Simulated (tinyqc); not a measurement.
# Free and trapped electrons in a MOS channel with a dense trap tail: effects of single changes

p-type body, charge-sheet picture, full ionisation (an idealisation for deep acceptors), Boltzmann statistics for free electrons. e = Ec - EF at the surface. Acceptor-like traps of density D(E) = D0 + De exp(-E/Ew) at depth E below Ec, from 0 to Eu, hold n_t = integral of D(E)/(1 + exp((e - E)/Vt)). psi = Eg - Vt ln(Nv/Na) - e; N_dep = sqrt(2 eps0 eps_r Na (psi - Vt)/q); n_f = sqrt(N_dep^2 + 2 eps0 eps_r Vt Nc exp(-e/Vt)/q) - N_dep; Vg = Vfb + psi + q (N_dep + n_t + n_f)/Cox, Cox = eps0 eox/tox.

Inputs (values chosen for the exercise); band and dielectric values close to those of 4H silicon carbide: temperature T = 300 K; band gap Eg = 3.31 eV; relative permittivity eps_r = 9.55; conduction-band density of states at T Nc = 1.72e19 cm^-3; valence-band density of states at T Nv = 2.53e19 cm^-3; relative permittivity of the insulator eox = 3.9; insulator thickness tox = 47 nm; acceptor density Na = 2.5e16 cm^-3; flat-band voltage without trapped charge Vfb = -2.95 V; constant background density of acceptor-like traps D0 = 1.9e11 cm^-2 eV^-1; density of the tail at the conduction edge De = 3.7e13 cm^-2 eV^-1; decay energy of the tail Ew = 0.11 eV; depth below Ec down to which the traps reach Eu = 0.53 eV; mobility of free electrons mf = 160 cm^2/(V s).

Constants: q = 1.602176634e-19 C, kB = 1.380649e-23 J/K, Vt = kB T/q, eps0 = 8.8541878128e-14 F/cm where lengths are in cm. Results are converted to the units shown.

Each table varies one quantity; the others keep the values above.

## Free and trapped charge against gate voltage

Free share n_f/(n_f + n_t); swing ln 10 n_f/(dn_f/dVg); field-effect mobility mf q (dn_f/dVg)/Cox, for a constant mf; oxide field q (N_dep + n_t + n_f)/(eps0 eox).

Free and trapped charge against gate voltage:
```
Vg (V),e (eV),n_f (cm^-2),n_t (cm^-2),free share (%),swing (mV/decade),field-effect mobility (cm^2/(V s)),oxide field (MV/cm)
1.9,0.3910,7.486e5,1.212e11,6.175e-4,256.0,0.002349,0.4489
3.3,0.2156,6.408e8,6.552e11,0.09769,851.5,0.6045,0.7095
4.7,0.1438,1.015e10,1.244e12,0.8090,1571,5.187,0.9921
6.1,0.1003,5.286e10,1.817e12,2.827,2427,17.50,1.281
7.4,0.07198,1.495e11,2.299e12,6.106,3424,35.08,1.551
8.8,0.04886,3.330e11,2.744e12,10.82,4735,56.50,1.844
10.2,0.03039,6.025e11,3.105e12,16.25,6234,77.65,2.138
11.6,0.01494,9.541e11,3.386e12,21.98,7881,97.27,2.433
13,0.001669,1.380e12,3.595e12,27.73,9703,114.2,2.728
```

Read the table: what changes, and by how much?

n_f reaches 1e11 cm^-2 at Vg = 6.84 V, against 2.26 V without traps. The free share rises from 6.18e-4 to 27.7 % and the field-effect mobility rises from 0.00235 to 114 cm^2/(V s), although mf = 160 is constant: in the last row 71.4 % of Cox dVg goes into free electrons. The swing in the first row is 256 mV a decade (Vt ln 10 = 59.5). For Vg = 8.8, 10.2, 11.6, 13 EF lies less than 2 Vt below the band edge, or above it, where degeneracy and confinement, left out, matter.

## Effect of the acceptor density

Vfb is held fixed. VT is the Vg for n_f = 1e11 cm^-2; swing ln 10 n_f/(dn_f/dVg) at n_f = 1e8 cm^-2; the last three columns are for Vg = VT + 3.8 V, with free share n_f/(n_f + n_t) and field-effect mobility mf q (dn_f/dVg)/Cox; there EF is near the band edge, where Boltzmann statistics are rough.

Effect of the acceptor density:
```
Na (cm^-3),e at VT (eV),VT (V),q n_t/Cox at VT (V),swing (mV/decade),n_f (cm^-2),free share (%),field-effect mobility (cm^2/(V s))
1e15,0.1201,3.916,3.338,416.9,6.449e11,19.31,68.60
2e15,0.1128,4.321,3.557,446.7,6.586e11,19.14,71.18
6e15,0.1004,5.167,3.960,500.4,6.791e11,18.73,76.04
1e16,0.09429,5.676,4.170,528.6,6.881e11,18.49,78.66
3e16,0.08083,7.125,4.666,597.8,7.090e11,17.96,85.30
8e16,0.06849,9.026,5.155,672.0,7.346e11,17.63,92.94
2e17,0.05679,11.62,5.644,755.5,7.722e11,17.62,102.2
5e17,0.04498,15.46,6.150,857.7,8.304e11,18.05,113.3
```

What does the comparison show, and why?

As Na goes from 1e15 to 5e17, VT rises from 3.92 to 15.5 V, its part due to traps rises from 3.34 to 6.15 V, the swing rises from 417 to 858 mV/decade and the field-effect mobility rises from 68.6 to 113 cm^2/(V s). Most of the rise of VT is depletion charge; the trap part grows since the same n_f needs EF nearer the band edge at heavier doping. For Na = 5e17 e is under 2 Vt already at VT, so VT too is rough.

tinyqc, about 0.02 s, one thread, Intel Xeon 2.30GHz (shared host): `OMP_NUM_THREADS=1 python tinyqc.py 2222131 2222132 out.jsonl`
